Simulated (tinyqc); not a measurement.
Index and thickness from Psi and Delta.

Inverse problem. Air (index 1), film, substrate with N2 = n2 - i k2; time factor exp(+i w t). q_j = sqrt(N_j^2 - sin^2 th), root with positive real part. Fresnel coefficients r_s = (q_a - q_b)/(q_a + q_b), r_p = (N_b^2 q_a - N_a^2 q_b)/(N_b^2 q_a + N_a^2 q_b). tan(Psi) exp(i Delta) = R_p/R_s, Delta taken from 0 to 360 degrees. beta = 2 pi d q1/lam, X = exp(-2 i beta), R = (r01 + r12 X)/(1 + r01 r12 X) for p and s. The film is transparent, with 1.15 < n1 < 2.9 and d under half a period. Find n1, d and the period.

Values chosen for this exercise: wavelength lam = 546.1 nm; angle of incidence th = 75 degrees; index of the substrate n2 = 4.086; extinction coefficient of the substrate k2 = 0.031.

Psi = 17.460709 degrees
Delta = 81.600914 degrees

Solution. Two measured angles fix two unknowns; a search from many starts finds one solution in the range given. Thicker films with d plus a multiple of the period give the same angles.

n1 = 1.47
d = 28.0 nm
period = 247 nm

Numbers from tinyqc (`OMP_NUM_THREADS=1 python tinyqc.py 2870156 2870157 out.jsonl`; about 0.4 s on one thread of a shared Intel Xeon 2.30GHz).
